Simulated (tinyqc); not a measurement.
# Four-point probe, van der Pauw, Hall and spreading-resistance readings of a semiconductor layer, step by step

A worked calculation. Computed by tinyqc, a small Python program that keeps every step. Command: `OMP_NUM_THREADS=1 python tinyqc.py 3114188 3114189 out.jsonl probe walk`. One thread of a shared host (Intel(R) Xeon(R) Processor @ 2.30GHz), about 0.01 s of CPU time with the checks. Intermediate numbers are printed to about 6 digits and carried at full precision; extremes and crossings named in words are read from the listed rows.

The layer is uniform and ohmic; contacts are points unless a radius is given.

Inputs (values chosen for the exercise, modelled on n-type silicon): carrier density n = 3.3e+15 1/cm^3; drift mobility mu = 1420 cm^2/(V s); layer thickness t = 320 micrometre; probe spacing s = 0.635 mm; current I = 0.1 mA; radius a of the spreading-resistance contact = 16 micrometre.

Backing of the layer: conducting.

Constants: e = 1.602176634e-19 C.

## Resistivity and sheet resistance

rho = 1/(e n mu); R_s = rho/t.

resistivity rho = 1.33195 ohm cm

sheet resistance R_s = 41.6234 ohm/square

## Four-point voltage

Collinear probes with equal spacing on a layer with conducting backing: images at depth 2 m t give V = (rho I/(2 pi s)) G, G = 1 + 4 sum_(m>=1) (-1)^m [1/sqrt(1 + (2 m u)^2) - 1/sqrt(4 + (2 m u)^2)], u = t/s; the sum runs to m = 20000, with the last term halved. Limits: thick, rho = 2 pi s V/I; thin on an insulator, rho = (pi/ln 2) t V/I.

t/s = 0.503937

G = 0.233538

voltage V = 0.0779636 mV

rho by the thick formula = 0.311061 ohm cm

rho by the thin formula = 0.113075 ohm cm

The thick formula is off by -76.6 % and the thin one by -91.5 %. A conducting backing shunts the current, so V lies below the thick value.

## Thickness correction

The last two columns give rho(formula)/rho for rho = 2 pi s V/I and rho = (pi/ln 2) t V/I.

Correction against t/s:
```
t/s            G  thick formula  thin formula
0.1  1.89158e-06    1.89158e-06   1.36449e-07
0.2  3.41950e-03    3.41950e-03   4.93330e-04
0.3  3.78756e-02    3.78756e-02   8.19644e-03
0.5  2.28997e-01    2.28997e-01   8.25934e-02
0.7  4.49933e-01    4.49933e-01   2.27191e-01
1.0  6.83310e-01    6.83310e-01   4.92904e-01
1.5  8.64029e-01    8.64029e-01   9.34898e-01
2.0  9.32936e-01    9.32936e-01   1.34594e+00
3.0  9.77516e-01    9.77516e-01   2.11539e+00
5.0  9.94802e-01    9.94802e-01   3.58799e+00
```

The thin formula, made for an insulating backing, holds nowhere here; the thick one holds to 1 % from t/s = 5.

## Spreading resistance

Flat disc contact with the current density of a half-space: R = (rho/(4 a)) c, c = (4/pi) int_0^infinity K(x t/a) sin(x) J1(x)/x^2 dx for a conducting backing, K = tanh, with the voltage averaged over the disc; c tends to 1 for t >> a.

rho/(4 a) = 208.117 ohm

factor c = 0.977947

spreading resistance = 203.527 ohm

column estimate rho t/(pi a^2) = 5299.65 ohm

## Contact radius against thickness

Compared with (2/pi) arctan(2 t/a) and with the column value 4 t/(pi a).

At the given t:
```
t/a          c  arctan form  column form      R (ohm)
0.1   0.108910     0.125666  1.27324e-01  1.13330e-01
0.2   0.201494     0.242238  2.54648e-01  4.19343e-01
0.5   0.414903     0.500000  6.36620e-01  2.15871e+00
1.0   0.620675     0.704833  1.27324e+00  6.45865e+00
2.0   0.788937     0.844042  2.54648e+00  1.64191e+01
5.0   0.912405     0.936549  6.36620e+00  4.74717e+01
10.0  0.955956     0.968195  1.27324e+01  9.94753e+01
30.0  0.985294     0.989391  3.81972e+01  3.07585e+02
```

The arctan form misses c by at most about 21 % over these rows; the column form is off by +17 % at t/a = 0.1 and by +105 % at t/a = 1, where the current spreads beyond the disc.

Checks made by the program: G at u = 20 against 1 - 3 eta(3)/(4 u^3), eta(3) = 0.9015427 (relative difference 2e-07); (4/pi) int sin x J1(x)/x^2 dx = 1 (relative difference 3e-05).
